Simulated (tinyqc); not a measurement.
From results to parameters: diatomic chain. Computed by the program tinyqc.

Problem. A chain of two alternating masses has one spring constant k; at the zone edge omega^2 = 2k/M and 2k/m, and wavenumber = 521.4708 sqrt(omega^2) with omega^2 in eV/(angstrom^2 u). Find k, the heavier mass and the optical wavenumber at q = 0.

wavenumbers at the zone edge (cm^-1): 389.616842  1392.259178
lighter mass = 7.800000 u

Solution. The upper value gives k = m omega^2/2, the ratio of the squares gives M/m, and at q = 0 omega^2 = 2k (1/m + 1/M), the sum of the two.

k = 27.8000 eV/angstrom^2
heavier mass = 99.6000 u
optical wavenumber at q = 0 = 1445.748 cm^-1
